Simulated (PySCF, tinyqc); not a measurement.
Inside a calculation (part 1 of 2). Method: CIS and TDHF on RHF in the sto-3g basis, for H6, spin multiplicity 1. The lowest restricted solution is unstable here: a spin-polarised one lies 0.0098 hartree lower (PySCF). Computed by tinyqc, a small Python program that keeps every step (integrals from PySCF). Settings: charge = 0, multiplicity = 1, basis = sto-3g, method = RHF, energy threshold = 1e-10, iteration cap = 80, orthogonalisation = canonical, start = atomic densities, DIIS depth = 6, TDHF = 1. Command: `OMP_NUM_THREADS=1 python tinyqc.py 27110 27111 out.jsonl` (the two numbers bound the seeds that draw the settings). One thread of a shared host (Intel(R) Xeon(R) Processor @ 2.60GHz), about 0.06 s of CPU time with the checks. The early iterations of the SCF are left out here.

## One-electron integrals

Geometry (angstrom):
```
atom         x         y         z
H     0.000000  0.000000  0.000000
H     0.000000  0.000000  1.019000
H     0.000000  0.000000  1.956000
H     0.000000  0.000000  2.976000
H     0.000000  0.000000  3.913000
H     0.000000  0.000000  4.932000
```

Basis sto-3g: exponents (1/bohr^2) and contraction coefficients of normalised primitives:
```
element  l (shell)  exponent  coefficient
H            s (1)  3.425251     0.154329
H            s (1)  0.623914     0.535328
H            s (1)  0.168855     0.444635
```

Overlap, kinetic and nuclear-attraction integrals over the contracted functions; the nuclear repulsion is the sum of Za Zb / Rab.

nuclear repulsion = 4.68507018 hartree

overlap S:
```
          1H 1s     2H 1s     3H 1s     4H 1s     5H 1s     6H 1s
1H 1s  1.000000  0.485360  0.128089  0.019210  0.002207  0.000133
2H 1s  0.485360  1.000000  0.534332  0.127881  0.022785  0.002207
3H 1s  0.128089  0.534332  1.000000  0.484779  0.127881  0.019210
4H 1s  0.019210  0.127881  0.484779  1.000000  0.534332  0.128089
5H 1s  0.002207  0.022785  0.127881  0.534332  1.000000  0.485360
6H 1s  0.000133  0.002207  0.019210  0.128089  0.485360  1.000000
```

kinetic energy T (hartree):
```
           1H 1s      2H 1s      3H 1s      4H 1s      5H 1s      6H 1s
1H 1s   0.760032   0.104413  -0.009519  -0.006840  -0.001420  -0.000136
2H 1s   0.104413   0.760032   0.136370  -0.009534  -0.007550  -0.001420
3H 1s  -0.009519   0.136370   0.760032   0.104058  -0.009534  -0.006840
4H 1s  -0.006840  -0.009534   0.104058   0.760032   0.136370  -0.009519
5H 1s  -0.001420  -0.007550  -0.009534   0.136370   0.760032   0.104413
6H 1s  -0.000136  -0.001420  -0.006840  -0.009519   0.104413   0.760032
```

nuclear attraction V (hartree):
```
           1H 1s      2H 1s      3H 1s      4H 1s      5H 1s      6H 1s
1H 1s  -2.421871  -1.189058  -0.311511  -0.045918  -0.005209  -0.000310
2H 1s  -1.189058  -2.862007  -1.465549  -0.330723  -0.056379  -0.005209
3H 1s  -0.311511  -1.465549  -2.991709  -1.338530  -0.330723  -0.045918
4H 1s  -0.045918  -0.330723  -1.338530  -2.991709  -1.465549  -0.311511
5H 1s  -0.005209  -0.056379  -0.330723  -1.465549  -2.862007  -1.189058
6H 1s  -0.000310  -0.005209  -0.045918  -0.311511  -1.189058  -2.421871
```

core Hamiltonian H = T + V (hartree):
```
           1H 1s      2H 1s      3H 1s      4H 1s      5H 1s      6H 1s
1H 1s  -1.661839  -1.084645  -0.321031  -0.052758  -0.006629  -0.000446
2H 1s  -1.084645  -2.101975  -1.329179  -0.340257  -0.063928  -0.006629
3H 1s  -0.321031  -1.329179  -2.231678  -1.234472  -0.340257  -0.052758
4H 1s  -0.052758  -0.340257  -1.234472  -2.231678  -1.329179  -0.321031
5H 1s  -0.006629  -0.063928  -0.340257  -1.329179  -2.101975  -1.084645
6H 1s  -0.000446  -0.006629  -0.052758  -0.321031  -1.084645  -1.661839
```

## Two-electron integrals

Functions are numbered as in S; the eight-fold symmetry (ij|kl) = (ji|kl) = (kl|ij) leaves the list below.

Two-electron integrals (ij|kl) in chemists' order, unique and non-zero (hartree):
```
(11|11) 0.774606   (21|11) 0.300616   (21|21) 0.150149   (22|11) 0.471896
(22|21) 0.300616   (22|22) 0.774606   (31|11) 0.060698   (31|21) 0.033420
(31|22) 0.076332   (31|31) 0.008521   (32|11) 0.187850   (32|21) 0.122833
(32|22) 0.339383   (32|31) 0.036693   (32|32) 0.185782   (33|11) 0.269465
(33|21) 0.175143   (33|22) 0.499037   (33|31) 0.060698   (33|32) 0.339383
(33|33) 0.774606   (41|11) 0.006930   (41|21) 0.004094   (41|22) 0.010055
(41|31) 0.001149   (41|32) 0.005391   (41|33) 0.010056   (41|41) 0.000171
(42|11) 0.035031   (42|21) 0.022291   (42|22) 0.060583   (42|31) 0.007042
(42|32) 0.036626   (42|33) 0.076197   (42|41) 0.001148   (42|42) 0.008492
(43|11) 0.104818   (43|21) 0.064739   (43|22) 0.174884   (43|31) 0.022300
(43|32) 0.122649   (43|33) 0.300164   (43|41) 0.004089   (43|42) 0.033320
(43|43) 0.149751   (44|11) 0.177804   (44|21) 0.104921   (44|22) 0.269331
(44|31) 0.035078   (44|32) 0.187738   (44|33) 0.471575   (44|41) 0.006930
(44|42) 0.060583   (44|43) 0.300164   (44|44) 0.774606   (51|11) 0.000612
(51|21) 0.000377   (51|22) 0.000982   (51|31) 0.000116   (51|32) 0.000585
(51|33) 0.001195   (51|41) 0.000019   (51|42) 0.000136   (51|43) 0.000523
(51|44) 0.000951   (51|51) 2.20e-06   (52|11) 0.005079   (52|21) 0.003144
(52|22) 0.008410   (52|31) 0.001023   (52|32) 0.005386   (52|33) 0.011882
(52|41) 0.000177   (52|42) 0.001374   (52|43) 0.005788   (52|44) 0.011882
(52|51) 0.000022   (52|52) 0.000241   (53|11) 0.023524   (53|21) 0.014044
(53|22) 0.036535   (53|31) 0.004695   (53|32) 0.025086   (53|33) 0.060583
(53|41) 0.000874   (53|42) 0.007228   (53|43) 0.033320   (53|44) 0.076197
(53|51) 0.000116   (53|52) 0.001374   (53|53) 0.008492   (54|11) 0.082388
(54|21) 0.047274   (54|22) 0.117323   (54|31) 0.015193   (54|32) 0.078286
(54|33) 0.187738   (54|41) 0.002914   (54|42) 0.025086   (54|43) 0.122649
(54|44) 0.339383   (54|51) 0.000408   (54|52) 0.005386   (54|53) 0.036626
(54|54) 0.185782   (55|11) 0.135236   (55|21) 0.075797   (55|22) 0.182837
(55|31) 0.023557   (55|32) 0.117323   (55|33) 0.269331   (55|41) 0.004358
(55|42) 0.036535   (55|43) 0.174884   (55|44) 0.499037   (55|51) 0.000612
(55|52) 0.008410   (55|53) 0.060583   (55|54) 0.339383   (55|55) 0.774606
(61|11) 0.000029   (61|21) 0.000017   (61|22) 0.000046   (61|31) 0.000006
(61|32) 0.000030   (61|33) 0.000068   (61|41) 1.01e-06   (61|42) 0.000008
(61|43) 0.000034   (61|44) 0.000068   (61|51) 1.27e-07   (61|52) 1.39e-06
(61|53) 0.000008   (61|54) 0.000030   (61|55) 0.000046   (61|61) 8.05e-09
(62|11) 0.000400   (62|21) 0.000238   (62|22) 0.000612   (62|31) 0.000078
(62|32) 0.000408   (62|33) 0.000951   (62|41) 0.000014   (62|42) 0.000116
(62|43) 0.000523   (62|44) 0.001195   (62|51) 1.88e-06   (62|52) 0.000022
(62|53) 0.000136   (62|54) 0.000585   (62|55) 0.000982   (62|61) 1.27e-07
(62|62) 2.20e-06   (63|11) 0.003011   (63|21) 0.001740   (63|22) 0.004358
(63|31) 0.000563   (63|32) 0.002914   (63|33) 0.006930   (63|41) 0.000105
(63|42) 0.000874   (63|43) 0.004089   (63|44) 0.010056   (63|51) 0.000014
(63|52) 0.000177   (63|53) 0.001148   (63|54) 0.005391   (63|55) 0.010055
(63|61) 1.01e-06   (63|62) 0.000019   (63|63) 0.000171   (64|11) 0.017331
(64|21) 0.009735   (64|22) 0.023557   (64|31) 0.003038   (64|32) 0.015193
(64|33) 0.035078   (64|41) 0.000563   (64|42) 0.004695   (64|43) 0.022300
(64|44) 0.060698   (64|51) 0.000078   (64|52) 0.001023   (64|53) 0.007042
(64|54) 0.036693   (64|55) 0.076332   (64|61) 0.000006   (64|62) 0.000116
(64|63) 0.001149   (64|64) 0.008521   (65|11) 0.058228   (65|21) 0.032073
(65|22) 0.075797   (65|31) 0.009735   (65|32) 0.047274   (65|33) 0.104921
(65|41) 0.001740   (65|42) 0.014044   (65|43) 0.064739   (65|44) 0.175143
(65|51) 0.000238   (65|52) 0.003144   (65|53) 0.022291   (65|54) 0.122833
(65|55) 0.300616   (65|61) 0.000017   (65|62) 0.000377   (65|63) 0.004094
(65|64) 0.033420   (65|65) 0.150149   (66|11) 0.107295   (66|21) 0.058228
(66|22) 0.135236   (66|31) 0.017331   (66|32) 0.082388   (66|33) 0.177804
(66|41) 0.003011   (66|42) 0.023524   (66|43) 0.104818   (66|44) 0.269465
(66|51) 0.000400   (66|52) 0.005079   (66|53) 0.035031   (66|54) 0.187850
(66|55) 0.471896   (66|61) 0.000029   (66|62) 0.000612   (66|63) 0.006930
(66|64) 0.060698   (66|65) 0.300616   (66|66) 0.774606
```

## Orthogonalisation

S = U s U^T; canonical form X = U s^(-1/2), so that X^T S X = 1. Each column of U has its largest component positive (the first on a tie).

eigenvalues of S: 0.237211  0.368406  0.657368  1.029498  1.597724  2.109793

X:
```
               1          2          3          4          5         6
1H 1s   0.386569  -0.586729   0.636836   0.547995   0.351987  0.174195
2H 1s  -0.859135   0.897691  -0.341389   0.154424   0.394217  0.290927
3H 1s   1.104662  -0.455080  -0.488367  -0.401906   0.183421  0.349296
4H 1s  -1.104662  -0.455080   0.488367  -0.401906  -0.183421  0.349296
5H 1s   0.859135   0.897691   0.341389   0.154424  -0.394217  0.290927
6H 1s  -0.386569  -0.586729  -0.636836   0.547995  -0.351987  0.174195
```

## Iteration 8 (converged): orbitals

converged F (hartree):
```
           1H 1s      2H 1s      3H 1s      4H 1s      5H 1s      6H 1s
1H 1s  -0.239006  -0.466290  -0.169164  -0.005691   0.001986  -0.011773
2H 1s  -0.466290  -0.371674  -0.450344  -0.166415  -0.032339   0.001986
3H 1s  -0.169164  -0.450344  -0.378148  -0.472601  -0.166415  -0.005691
4H 1s  -0.005691  -0.166415  -0.472601  -0.378148  -0.450344  -0.169164
5H 1s   0.001986  -0.032339  -0.166415  -0.450344  -0.371674  -0.466290
6H 1s  -0.011773   0.001986  -0.005691  -0.169164  -0.466290  -0.239006
```

Diagonalise F' = X^T F X, C = X C', fill 3 alpha and 3 beta electrons from the bottom; D = 2 C_occ C_occ^T. Each column has its largest component positive (the first on a tie).

F' = X^T F X (hartree):
```
          1          2         3          4          5          6
1  1.082376   0.000000  0.030779   0.000000   0.038676   0.000000
2  0.000000   0.623097  0.000000  -0.098156   0.000000  -0.000076
3  0.030779   0.000000  0.202893   0.000000   0.012854   0.000000
4  0.000000  -0.098156  0.000000  -0.294734   0.000000   0.016899
5  0.038676   0.000000  0.012854   0.000000  -0.539668   0.000000
6  0.000000  -0.000076  0.000000   0.016899   0.000000  -0.678581
```

orbital energies (hartree): MO1 -0.679338, MO2 -0.540788, MO3 -0.304360, MO4 0.201994, MO5 0.633480, MO6 1.084394

coefficients C:
```
            MO1        MO2        MO3        MO4        MO5        MO6
1H 1s  0.151447   0.332372   0.490523   0.628031  -0.641361   0.417129
2H 1s  0.280751   0.419819   0.260843  -0.304439   0.876056  -0.860892
3H 1s  0.368433   0.165339  -0.431458  -0.524504  -0.410773   1.090862
4H 1s  0.368433  -0.165339  -0.431458   0.524504  -0.410773  -1.090862
5H 1s  0.280751  -0.419819   0.260843   0.304439   0.876056   0.860892
6H 1s  0.151447  -0.332372   0.490523  -0.628031  -0.641361  -0.417129
```

D after iteration 8:
```
           1H 1s      2H 1s      3H 1s      4H 1s      5H 1s      6H 1s
1H 1s   0.748040   0.620009  -0.201776  -0.421593   0.061865   0.306156
2H 1s   0.620009   0.646217   0.120615  -0.157036  -0.058775   0.061865
3H 1s  -0.201776   0.120615   0.698473   0.589124  -0.157036  -0.421593
4H 1s  -0.421593  -0.157036   0.589124   0.698473   0.120615  -0.201776
5H 1s   0.061865  -0.058775  -0.157036   0.120615   0.646217   0.620009
6H 1s   0.306156   0.061865  -0.421593  -0.201776   0.620009   0.748040
```

## Convergence

Stop when the energy changes by less than 1e-10 hartree and every element of the error matrix X^T (F D S - S D F) X is below 3e-06.

Course of the cycle:
```
iteration  E (hartree)     change  largest element of the error matrix
1          -2.45659131          -                             5.09e-02
2          -3.10139721  -6.45e-01                             9.70e-02
3          -3.10554197  -4.14e-03                             5.87e-02
4          -3.10843016  -2.89e-03                             2.12e-02
5          -3.10880642  -3.76e-04                             7.83e-04
6          -3.10880696  -5.41e-07                             1.49e-05
7          -3.10880696  -4.47e-10                             4.77e-06
8          -3.10880696  -1.97e-11                             1.00e-08
```

PySCF RHF in the same basis = -3.10880696 hartree

Converged in 8 iterations.

## Integrals over molecular orbitals

(pq|rs) = sum C_ip C_jq C_kr C_ls (ij|kl), one index at a time.

one-electron integrals over orbitals h = C^T H C (hartree):
```
           1          2          3          4          5          6
1  -2.318459   0.000000   0.148303   0.000000  -0.059392   0.000000
2   0.000000  -2.075229   0.000000   0.222921   0.000000   0.036342
3   0.148303   0.000000  -1.875703   0.000000  -0.181802   0.000000
4   0.000000   0.222921   0.000000  -1.690747   0.000000   0.155416
5  -0.059392   0.000000  -0.181802   0.000000  -1.400050   0.000000
6   0.000000   0.036342   0.000000   0.155416   0.000000  -1.197372
```

Two-electron integrals over orbitals (pq|rs), unique and non-zero (hartree):
```
(11|11) 0.437398    (21|21) 0.136859    (22|11) 0.357191    (22|22) 0.380424
(31|11) -0.079323   (31|22) 0.020115    (31|31) 0.095908    (32|21) 0.094382
(32|32) 0.121332    (33|11) 0.360055    (33|22) 0.348913    (33|31) -0.014827
(33|33) 0.370647    (41|21) -0.054607   (41|32) 0.017954    (41|41) 0.077206
(42|11) -0.085628   (42|22) -0.019529   (42|31) 0.062196    (42|33) 0.002110
(42|42) 0.089598    (43|21) 0.089577    (43|32) 0.090961    (43|41) -0.007223
(43|43) 0.119881    (44|11) 0.368422    (44|22) 0.355101    (44|31) -0.016621
(44|33) 0.366190    (44|42) -0.010797   (44|44) 0.380092    (51|11) 0.002832
(51|22) 0.038050    (51|31) 0.035596    (51|33) -0.016805   (51|42) -0.023505
(51|44) -0.007282   (51|51) 0.057990    (52|21) 0.049951    (52|32) 0.004584
(52|41) -0.049903   (52|43) -0.030104   (52|52) 0.084270    (53|11) 0.087035
(53|22) 0.019800    (53|31) -0.064022   (53|33) 0.008311    (53|42) -0.081855
(53|44) 0.005828    (53|51) 0.015058    (53|53) 0.088244    (54|21) -0.098839
(54|32) -0.114686   (54|41) -0.006874   (54|43) -0.091986   (54|52) -0.008913
(54|54) 0.123255    (55|11) 0.377452    (55|22) 0.389389    (55|31) 0.008390
(55|33) 0.365176    (55|42) -0.025992   (55|44) 0.373803    (55|51) 0.034873
(55|53) 0.027134    (55|55) 0.417761    (61|21) 0.001935    (61|32) -0.026863
(61|41) -0.029243   (61|43) 0.035980    (61|52) -0.035137   (61|54) 0.024201
(61|61) 0.069456    (62|11) -0.003200   (62|22) -0.037081   (62|31) -0.033951
(62|33) 0.010133    (62|42) 0.017816    (62|44) 0.012193    (62|51) -0.052133
(62|53) -0.019783   (62|55) -0.036674   (62|62) 0.054598    (63|21) -0.053217
(63|32) 0.011192    (63|41) 0.070294    (63|43) -0.008086   (63|52) -0.049125
(63|54) -0.011355   (63|61) -0.027332   (63|63) 0.074599    (64|11) -0.082536
(64|22) 0.012760    (64|31) 0.092536    (64|33) -0.017689   (64|42) 0.064128
(64|44) -0.020006   (64|51) 0.033172    (64|53) -0.066301   (64|55) 0.011143
(64|62) -0.034074   (64|64) 0.101716    (65|21) -0.140167   (65|32) -0.100242
(65|41) 0.054682    (65|43) -0.095782   (65|52) -0.051889   (65|54) 0.106761
(65|61) -0.001960   (65|63) 0.058381    (65|65) 0.159174    (66|11) 0.467380
(66|22) 0.383743    (66|31) -0.085105   (66|33) 0.389086    (66|42) -0.093453
(66|44) 0.400910    (66|51) 0.003293    (66|53) 0.097862    (66|55) 0.416037
(66|62) -0.004199   (66|64) -0.095027   (66|66) 0.528645
```

## CIS matrix, singlets

A(ia,jb) = (e_a - e_i) d_ij d_ab + 2 (ia|jb) - (ij|ab).

CIS matrix A, singlet (hartree):
```
           1>4       1>5        1>6        2>4        2>5       2>6        3>4        3>5
1>4   0.667322  0.000000   0.024051   0.000000  -0.000966  0.000000   0.002175   0.000000
1>5   0.000000  1.051345   0.000000   0.051829   0.000000  0.035901   0.000000   0.021726
1>6   0.024051  0.000000   1.435263   0.000000   0.069893  0.000000  -0.020576   0.000000
2>4   0.000000  0.051829   0.000000   0.566877   0.000000  0.022872   0.000000  -0.049024
2>5  -0.000966  0.000000   0.069893   0.000000   0.953419  0.000000   0.054478   0.000000
2>6   0.000000  0.035901   0.000000   0.022872   0.000000  1.350635   0.000000   0.060676
3>4   0.002175  0.000000  -0.020576   0.000000   0.054478  0.000000   0.379925   0.000000
3>5   0.000000  0.021726   0.000000  -0.049024   0.000000  0.060676   0.000000   0.749152
3>6   0.048051  0.000000   0.030441   0.000000   0.001992  0.000000   0.001516   0.000000

          3>6
1>4  0.048051
1>5  0.000000
1>6  0.030441
2>4  0.000000
2>5  0.001992
2>6  0.000000
3>4  0.001516
3>5  0.000000
3>6  1.148866
```

## CIS singlet states

dipole integrals <i|r|a> (bohr):
```
            x         y          z
1>4  0.000000  0.000000  -0.141677
1>5  0.000000  0.000000   0.000000
1>6  0.000000  0.000000  -0.061236
2>4  0.000000  0.000000   0.000000
2>5  0.000000  0.000000   0.328560
2>6  0.000000  0.000000   0.000000
3>4  0.000000  0.000000  -2.594854
3>5  0.000000  0.000000   0.000000
3>6  0.000000  0.000000  -0.169868
```

Diagonalise A (1 hartree = 27.211386 eV); each vector has its largest component positive (the first on a tie). The transition dipole is mu = sqrt2 sum c_ia <i|r|a>.

singlet excitation energies (eV): 10.178976  14.884577  18.014117  20.591375  25.828429  28.632710  31.294901  37.063510  39.442192

lowest vectors:
```
       state 1    state 2    state 3    state 4    state 5    state 6
1>4  -0.009475   0.000000   0.994851   0.000000  -0.012092   0.000000
1>5   0.000000  -0.106694   0.000000  -0.014057   0.000000   0.986171
1>6   0.025935   0.000000  -0.027629   0.000000  -0.137711   0.000000
2>4   0.000000   0.959649   0.000000  -0.262478   0.000000   0.096192
2>5  -0.096694   0.000000   0.008562   0.000000   0.985322   0.000000
2>6   0.000000  -0.041933   0.000000  -0.087209   0.000000  -0.131862
3>4   0.994929   0.000000   0.010820   0.000000   0.099264   0.000000
3>5   0.000000   0.256773   0.000000   0.960886   0.000000   0.028735
3>6  -0.002130   0.000000  -0.096530   0.000000   0.013319   0.000000
```

oscillator strengths 2/3 w |mu|^2: 3.406333  0.000000  0.019366  0.000000  0.006939  0.000000

## TDHF (RPA) singlet states

B(ia,jb) = 2 (ia|jb) - (ib|ja); the squared energies are the eigenvalues of (A - B)(A + B); 1 hartree = 27.211386 eV.

TDHF matrix B, singlet (hartree):
```
           1>4        1>5        1>6        2>4        2>5        2>6        3>4        3>5
1>4   0.077206   0.000000  -0.029243   0.000000  -0.076300   0.000000  -0.007223   0.000000
1>5   0.000000   0.057990   0.000000   0.002892   0.000000  -0.069130   0.000000   0.015058
1>6  -0.029243   0.000000   0.069456   0.000000  -0.018141   0.000000   0.001667   0.000000
2>4   0.000000   0.002892   0.000000   0.089598   0.000000   0.017816   0.000000  -0.133606
2>5  -0.076300   0.000000  -0.018141   0.000000   0.084270   0.000000   0.021647   0.000000
2>6   0.000000  -0.069130   0.000000   0.017816   0.000000   0.054598   0.000000   0.009559
3>4  -0.007223   0.000000   0.001667   0.000000   0.021647   0.000000   0.119881   0.000000
3>5   0.000000   0.015058   0.000000  -0.133606   0.000000   0.009559   0.000000   0.088244
3>6   0.104607   0.000000  -0.027332   0.000000  -0.078467   0.000000  -0.008086   0.000000

           3>6
1>4   0.104607
1>5   0.000000
1>6  -0.027332
2>4   0.000000
2>5  -0.078467
2>6   0.000000
3>4  -0.008086
3>5   0.000000
3>6   0.074599
```

squared energies w^2 (hartree^2): 0.126172  0.285359  0.421974  0.533825  0.879909  1.097717  1.290904  1.848623  2.095080

TDHF energies from the positive w^2 (eV): 9.665687  14.536039  17.676389  19.881537  25.525219  28.509912  30.917025  36.997714  39.386827

## CIS matrix, triplets

A(ia,jb) = (e_a - e_i) d_ij d_ab - (ij|ab).

CIS matrix A, triplet (hartree):
```
           1>4        1>5        1>6        2>4       2>5        2>6        3>4        3>5
1>4   0.512910   0.000000   0.082536   0.000000  0.098839   0.000000   0.016621   0.000000
1>5   0.000000   0.935365   0.000000   0.098839  0.000000   0.140167   0.000000  -0.008390
1>6   0.082536   0.000000   1.296351   0.000000  0.140167   0.000000  -0.092536   0.000000
2>4   0.000000   0.098839   0.000000   0.387681  0.000000  -0.012760   0.000000   0.114686
2>5   0.098839   0.000000   0.140167   0.000000  0.784879   0.000000   0.114686   0.000000
2>6   0.000000   0.140167   0.000000  -0.012760  0.000000   1.241438   0.000000   0.100242
3>4   0.016621   0.000000  -0.092536   0.000000  0.114686   0.000000   0.140164   0.000000
3>5   0.000000  -0.008390   0.000000   0.114686  0.000000   0.100242   0.000000   0.572664
3>6  -0.092536   0.000000   0.085105   0.000000  0.100242   0.000000   0.017689   0.000000

           3>6
1>4  -0.092536
1>5   0.000000
1>6   0.085105
2>4   0.000000
2>5   0.100242
2>6   0.000000
3>4   0.017689
3>5   0.000000
3>6   0.999667
```
